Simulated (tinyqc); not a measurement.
# Vertical double-diffused power MOSFET, components of the on-resistance: effects of single changes

Stripe cells of pitch Wp + a, two channels a cell. Current flows through the channels, spreads in the accumulation layer, passes the gap between the p bodies and spreads at 45 degrees into the drift layer below them. Low drain voltage, full ionisation.

Parameters, values chosen for the exercise; bulk values close to those of 4H silicon carbide:
- T = 300 K (temperature)
- eps_r = 9.92 (relative permittivity)
- Kc = 23900 V/cm per (cm^-3)^(1/8) (critical-field constant)
- BV = 1700 V (rated breakdown voltage of the drift layer)
- mud = 814 cm^2/(V s) (drift mobility at 300 K)
- bt = 2.5 (temperature exponent of the drift mobility)
- tox = 47 nm (gate oxide thickness (eps_r 3.9))
- Vov = 13 V (gate overdrive)
- mch = 28 cm^2/(V s) (channel mobility)
- mac = 64 cm^2/(V s) (accumulation-layer mobility)
- Lc = 0.5 um (channel length)
- Wp = 2.5 um (width of the p body in one cell, channels included)
- a = 2 um (gap between neighbouring p bodies)
- xp = 1 um (depth of the p body)
- Nj = 3 (doping of the gap over the drift doping)
- Vbi = 2.96 V (built-in voltage of the body junction)
- Rs = 0.41 mohm cm^2 (substrate and contact resistance)

Constants: q = 1.602176634e-19 C, eps0 = 8.8541878128e-14 F/cm where lengths are in cm. Results are converted to the units shown.

Each table varies one quantity; the others keep the values above.

## On-resistance against the rated breakdown voltage of the drift layer

Triangular field at breakdown with Ec = Kc N^(1/8): BV = eps0 eps_r Ec^2/(2 q N), so N = (eps0 eps_r Kc^2/(2 q BV))^(4/3); W = 2 BV/Ec; mu = mud (T/300 K)^(-bt); rho = 1/(q mu N); ideal resistance rho W. Pitch p = Wp + a, Cox = 3.9 eps0/tox; zero-bias depletion in the gap w0 = sqrt(2 eps0 eps_r Vbi/(q N Nj)), open gap g = a - 2 w0; R_ch = Lc p/(2 mch Cox Vov); R_acc = 0.6 a p/(4 mac Cox Vov), 0.6 being an empirical factor for current leaving the layer along its length; R_gap = (rho/Nj) xp p/g; spreading depth t = min(W, (p - g)/2); R_drift = (rho p/2) ln((g + 2 t)/g) + rho (W - t); R_on = the sum with Rs.

The same in every row: R_ch (mohm cm^2) = 0.42066; R_acc (mohm cm^2) = 0.22085.

On-resistance against the rated breakdown voltage of the drift layer:
```
BV (V)  R_gap (mohm cm^2)  R_drift (mohm cm^2)  R_on (mohm cm^2)  ideal (mohm cm^2)  largest term
300             0.0071320             0.022292            1.0809           0.016145       channel
490              0.014403             0.067963            1.1339           0.055044       channel
800              0.029743              0.21552            1.2968            0.18748       channel
1300             0.063257              0.69429            1.8091            0.63108         drift
2100              0.14177               2.2432            3.4365             2.0930         drift
3500              0.38403               7.9251            9.3607             7.5057         drift
5600               1.3630               25.607            28.022             24.305         drift
```

What does the table show?

R_on rises from 1.08 to 28.0 mohm cm^2. The channel term is the largest at BV = 300, the drift term from 1300 on. R_on is 67.0 times the ideal drift resistance in the first row and 1.15 times in the last. The ideal resistance goes as BV^(2.50), and R_on as BV^(2.33) between the last two rows.

## On-resistance against the width of the p body in one cell

Same model as above.

The same in every row: ideal (mohm cm^2) = 1.2341.

Results:
```
Wp (um)  R_ch (mohm cm^2)  R_acc (mohm cm^2)  R_gap (mohm cm^2)  R_drift (mohm cm^2)  R_on (mohm cm^2)  largest term
1.6               0.33653            0.17668           0.078677               1.2922            2.2941         drift
2.2               0.39262            0.20613           0.091790               1.3203            2.4208         drift
4.1               0.57023            0.29937            0.13331               1.4314            2.8443         drift
5.5               0.70111            0.36808            0.16391               1.5301            3.1732         drift
7.5               0.88807            0.46624            0.20762               1.6903            3.6622         drift
10                 1.1218            0.58893            0.26226               1.9156            4.2985         drift
14                 1.4957            0.78524            0.34968               2.3211            5.3617         drift
```

Estimate the missing row, Wp = 3 um.

Computed row:
```
Wp (um)  R_ch (mohm cm^2)  R_acc (mohm cm^2)  R_gap (mohm cm^2)  R_drift (mohm cm^2)  R_on (mohm cm^2)  largest term
3                 0.46740            0.24539            0.10927               1.3633            2.5954         drift
```

With this row back in the table: R_on rises from 2.29 to 5.36 mohm cm^2. The drift term is the largest at Wp = 1.6 and in all other rows. R_on is 1.86 times the ideal drift resistance in the first row and 4.34 times in the last.

tinyqc, about 0.01 s, one thread, Intel Xeon 2.30GHz (shared host): `OMP_NUM_THREADS=1 python tinyqc.py 2230110 2230111 out.jsonl`
